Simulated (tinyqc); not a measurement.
Thermal, flicker and telegraph noise of a field-effect transistor: one step, computed by the program tinyqc. Command: `OMP_NUM_THREADS=1 python tinyqc.py 3029126 3029127 out.jsonl noise walk`. One thread of a shared host (Intel(R) Xeon(R) Processor @ 2.30GHz), about 0.01 s of CPU time with the checks.

Strong inversion, threshold roll-off and channel-length modulation left out; noise sources are uncorrelated and are given as one-sided spectral densities.

Task: Thermal noise and corner. C_ox = 3.9 eps_0/t; V_c = 2 v_s L/mu; I = W C_ox v_s V_ov^2/(V_ov + V_c); g_m = W C_ox v_s V_ov (V_ov + 2 V_c)/(V_ov + V_c)^2; g_d0 = mu C_ox (W/L) V_ov. Thermal: S_I = 4 k_B T gamma g_d0; input-referred S_V = S_I/g_m^2; corner f_c where flicker equals thermal. Total input noise from 1 Hz to f_c: sqrt(S_V,thermal [f_c ln(f_c/1 Hz) + f_c - 1 Hz]).

Inputs (values chosen for the exercise, modelled on a high-k silicon transistor):
```
quantity                      value        unit
width W                         170  micrometre
length L                        780          nm
electrical oxide thickness t    1.4          nm
mobility mu                     450  cm^2/(V s)
saturation velocity v_s        0.78    1e7 cm/s
overdrive V_ov                 0.25           V
thermal noise factor gamma    0.667           -
frequency f                     300          Hz
temperature T                   300           K
```

Operating region: saturation. Flicker model: number fluctuation.

g_m = 53016.47 microsiemens

flicker S_I = 5.154429e-20 A^2/Hz

drain current I = 6919.877 microampere

Constants: k_B = 1.380649e-23 J/K; eps_0 = 8.8541878128e-12 F/m; e = 1.602176634e-19 C.

Give: thermal S_I; input-referred thermal noise; corner frequency f_c; input noise up to f_c; full shot noise 2eI over thermal S_I.

Result:

thermal S_I = 6.6832e-22 A^2/Hz

input-referred thermal noise = 0.48762 nV/sqrt(Hz)

corner frequency f_c = 23138 Hz

input noise up to f_c = 0.24655 microvolt

full shot noise 2eI over thermal S_I = 3.3178

At f the noise is flicker dominated (f_c/f = 77.1).
